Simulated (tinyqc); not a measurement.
Inside a calculation. Method: RHF in the sto-3g basis, for H3-, spin multiplicity 1. The basis has no diffuse functions, so it cannot describe the extra electron: this is an exercise in the method, not the real anion. One step of it, computed by the program tinyqc.

Task: Iteration 4: building the Fock matrix. J_ij = sum D_kl (ij|kl), K_ij = sum D_kl (ik|jl); F = H + J - 0.5 K; E = tr D H + tr D J / 2 - 0.25 tr D K + E_nn.

D after iteration 3, order 1H 1s, 2H 1s, 3H 1s:
```
[[0.506686, 0.349952, 0.350069],
 [0.349952, 1.781142, -1.297452],
 [0.350069, -1.297452, 1.780889]]
```

core Hamiltonian H = T + V (hartree), order 1H 1s, 2H 1s, 3H 1s:
```
[[-1.663165, -1.160071, -1.160183],
 [-1.160071, -1.475413, -0.700641],
 [-1.160183, -0.700641, -1.475463]]
```

Two-electron integrals (ij|kl) in chemists' order, unique and non-zero (hartree):
```
(11|11) 0.774606   (21|11) 0.393542   (21|21) 0.240665   (22|11) 0.535981
(22|21) 0.393542   (22|22) 0.774606   (31|11) 0.393589   (31|21) 0.203595
(31|22) 0.282549   (31|31) 0.240716   (32|11) 0.203865   (32|21) 0.123658
(32|22) 0.200608   (32|31) 0.123669   (32|32) 0.073390   (33|11) 0.536013
(33|21) 0.282531   (33|22) 0.397726   (33|31) 0.393589   (33|32) 0.200608
(33|33) 0.774606
```

nuclear repulsion = 1.68696245 hartree

Give: Coulomb J; exchange K; Fock matrix F; total energy of this density.

Result:

Coulomb J (hartree), order 1H 1s, 2H 1s, 3H 1s:
```
[[2.3237, 1.3936, 1.3937],
 [1.3936, 2.3123, 0.8006],
 [1.3937, 0.8006, 2.3122]]
```

exchange K (hartree), order 1H 1s, 2H 1s, 3H 1s:
```
[[1.2725, 1.0080, 1.0081],
 [1.0080, 1.4738, 0.4908],
 [1.0081, 0.4908, 1.4737]]
```

Fock matrix F (hartree), order 1H 1s, 2H 1s, 3H 1s:
```
[[0.0243, -0.2704, -0.2705],
 [-0.2704, 0.1000, -0.1455],
 [-0.2705, -0.1455, 0.0999]]
```

total energy of this density = -1.081655 hartree
